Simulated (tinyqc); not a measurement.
# Threshold-voltage variability of a planar MOSFET, analytic estimates: what changes with what

Three independent sources add in quadrature: random dopants in the depleted layer, metal-gate grains of two orientations, and roughness of the two gate edges acting through the roll-off VT = VT(long) - Vr exp(-L/l). These are first-order estimates: no three-dimensional electrostatics, no percolation.

Inputs (values chosen for the exercise); material values close to those of silicon: temperature T = 300 K; band gap Eg = 1.12 eV; relative permittivity of the semiconductor eps_r = 11.9; conduction-band density of states at T Nc = 2.85e19 cm^-3; valence-band density of states at T Nv = 2.62e19 cm^-3; channel doping Na = 1.2e18 cm^-3; oxide-equivalent thickness in inversion ti = 1.8 nm; gate length L = 32 nm; gate width W = 140 nm; metal grain size G = 4 nm; work-function difference of the two grain orientations dW = 0.3 eV; share of the orientation of higher work function p = 0.4; rms roughness of one gate edge De = 1.2 nm; correlation length of the roughness La = 10 nm; decay length of the threshold roll-off l = 7.1 nm; prefactor of the roll-off Vr = 1.6 V.

Constants: q = 1.602176634e-19 C, kB = 1.380649e-23 J/K, Vt = kB T/q, eps0 = 8.8541878128e-14 F/cm where lengths are in cm. Results are converted to the units shown.

Each table varies one quantity; the others keep the values above.

## Effect of the gate length

ni = sqrt(Nc Nv) exp(-Eg/(2 Vt)), Eg in volts; Cox = 3.9 eps0/ti; Wd = sqrt(4 eps0 eps_r Vt ln(Na/ni)/(q Na)); dopants: s1 = (q/Cox) sqrt(Na Wd/(3 L W)). Grains: Ng = L W/G^2 (at least 1), s2 = dW sqrt(p (1 - p)/Ng). Edges, with exponential correlation and u = W/La: the mean gate length has sL^2 = 2 De^2 (2/u)[1 - (1 - exp(-u))/u]; s3 = sL (Vr/l) exp(-L/l). s = sqrt(s1^2 + s2^2 + s3^2). l and Vr are held fixed.

Effect of the gate length:
```
L (nm),s1 (mV),s2 (mV),s3 (mV),s (mV),s sqrt(L W) (mV um)
19,18.44,11.40,9.588,23.70,1.222
23,16.76,10.36,5.458,20.44,1.160
28,15.19,9.390,2.699,18.06,1.131
34,13.78,8.521,1.159,16.25,1.121
40,12.71,7.856,0.4980,14.95,1.119
49,11.48,7.098,0.1402,13.50,1.118
58,10.55,6.524,0.03946,12.41,1.118
70,9.606,5.938,0.007280,11.29,1.118
```

As L goes from 19 to 70 nm, s falls from 23.7 to 11.3 mV. The dopants are the largest source in the first and the last row. The product s sqrt(L W) falls from 1.22 to 1.12 mV um: s1 and s2 go as 1/sqrt(L W), so the change comes from s3 alone. For L = 19 to 28 nm the depletion depth exceeds L, so source and drain share much of the charge and s1 is rough.

## Effect of the oxide-equivalent thickness in inversion

Same model as above.

l and Vr are held fixed.

The same in every row: s2 (mV) = 8.783; s3 (mV) = 1.537.

Effect of the oxide-equivalent thickness in inversion:
```
ti (nm),s1 (mV),s (mV),s sqrt(L W) (mV um)
0.8,6.314,10.93,0.7313
1.2,9.471,13.01,0.8707
1.6,12.63,15.46,1.035
2,15.79,18.13,1.213
2.4,18.94,20.94,1.401
2.8,22.10,23.83,1.595
3.2,25.26,26.78,1.793
```

Read the table: what changes, and by how much?

As ti goes from 0.8 to 3.2 nm, s rises from 10.9 to 26.8 mV. The largest source is the grains in the first row and the dopants in the last. s1 goes on average as ti^(1.00). In every row the depletion depth exceeds L, so source and drain share much of the charge and s1 is rough.

Numbers from tinyqc (`OMP_NUM_THREADS=1 python tinyqc.py 2090013 2090014 out.jsonl`; about 0.01 s on one thread of a shared Intel Xeon 2.30GHz).
